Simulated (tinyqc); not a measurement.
Worked calculation: Raman line shape of confined optical phonons and breathing modes of small crystals. Computed by tinyqc, a small Python program that keeps every step. Command: `OMP_NUM_THREADS=1 python tinyqc.py 3011898 3011899 out.jsonl confine walk`. One thread of a shared host (Intel(R) Xeon(R) Processor @ 2.30GHz), about 0.02 s of CPU time with the checks. Intermediate numbers are printed to about 6 digits and carried at full precision; extremes and crossings named in words are read from the listed rows.

Confinement in 1 direction(s) lets phonons with q away from zero scatter light. q is in units of 2 pi/a, from 0 to 1, and the branch is isotropic: omega(q)^2 = (omega_0^2 + omega_X^2)/2 + ((omega_0^2 - omega_X^2)/2) cos(pi q). The model and its constant beta are phenomenological; beta = 8 is the common choice.

Inputs (values chosen for the exercise, modelled on silicon):

| quantity | value | unit |
|---|---|---|
| bulk frequency omega_0 | 520.2 | 1/cm |
| frequency at the zone boundary omega_X | 402 | 1/cm |
| natural width Gamma_0 | 3.1 | 1/cm |
| lattice constant a | 5.431 | angstrom |
| size L | 7.9 | nm |
| confinement constant beta | 8 | - |
| probe offset omega - omega_0 | -1.6 | 1/cm |
| longitudinal velocity | 8890 | m/s |
| transverse velocity | 5480 | m/s |

Shape: film.

Constants: c = 299792458 m/s.

## Range of wave vectors

Weight W(q) = q^0 exp(-(2 L q/a)^2/(2 beta)) dq, that is exp(-k^2 L^2/(2 beta pi^2)) for k = 2 pi q/a. Width q_c = a sqrt(2 beta)/(2 L), where the exponential falls to 1/e; curvature of the branch: omega(q) = omega_0 - c q^2, c = pi^2 (omega_0^2 - omega_X^2)/(8 omega_0); for small q_c the mean of q^2 is (number of confined directions) q_c^2/2, and the mean shift is -c times that.

q_c = 0.137494 2 pi/a

curvature c = 258.513 1/cm

mean shift, quadratic estimate = -2.44353 1/cm

omega(q_c) - omega_0 = -4.83400 1/cm

## Intensity at one frequency

I(omega) = int W(q) / [(omega - omega(q))^2 + (Gamma_0/2)^2] dq / int W dq x (Gamma_0/2)^2, by 400 Gauss-Legendre points on 0 < q < min(1, 2.5 a sqrt(2 beta)/L). Bulk Lorentzian 1/(1 + (2 offset/Gamma)^2); mean shift = weighted mean of omega(q) less the bulk frequency.

I at the probe offset = 0.562166

bulk Lorentzian there = 0.484131

mean shift, from the weights = -2.40371 1/cm

## Peak, width and asymmetry

The peak is the maximum of I; the width is taken between the half-maximum points, and the asymmetry is the low-side half-width over the high-side one.

peak shift = -0.63423 1/cm

full width = 4.9925 1/cm

asymmetry = 1.7275

peak height (bulk = 1) = 0.63958

The peak moves 26 % as far as the mean: the tail on the low side carries the rest. A shift without broadening or asymmetry would point to stress, not size.

## Line shape against size

The formulas are those given above.

Line shape:

| L (nm) | peak shift (1/cm) | full width (1/cm) | asymmetry | mean shift, quadratic estimate (1/cm) |
|---|---|---|---|---|
| 3 | -0.84365 | 8.1493 | 3.0843 | -16.9445 |
| 3.6 | -0.82134 | 7.5328 | 2.8128 | -11.7670 |
| 4.4 | -0.78866 | 6.8356 | 2.5089 | -7.87710 |
| 5.5 | -0.74057 | 6.0792 | 2.1839 | -5.04134 |
| 7 | -0.67355 | 5.33 | 1.8677 | -3.11226 |
| 10 | -0.5484 | 4.4206 | 1.4937 | -1.52501 |
| 15 | -0.38582 | 3.7134 | 1.2131 | -0.677781 |
| 25 | -0.20079 | 3.2629 | 1.0456 | -0.244001 |

The peak shift falls with exponent -0.15 at the small end and -1.28 at the large end. For still larger L it tends to the mean shift, which goes as 1/L^2; the ratio is 0.05 in the first row and 0.82 in the last. The width exceeds Gamma_0 by over 10 % for L up to 15 nm. In a film the weight is largest at q = 0, so the peak hardly moves and a tail grows instead.

## Thickness mode of the free film

The lowest longitudinal standing wave has half a wavelength across the film: f = v_L/(2 L); the lowest shear one f = v_T/(2 L).

breathing frequency = 562.658 GHz

shear frequency = 346.835 GHz

breathing wavenumber = 18.7683 1/cm

Checks made by the program: mean shift of a large crystal against the quadratic estimate (relative difference 3e-05).
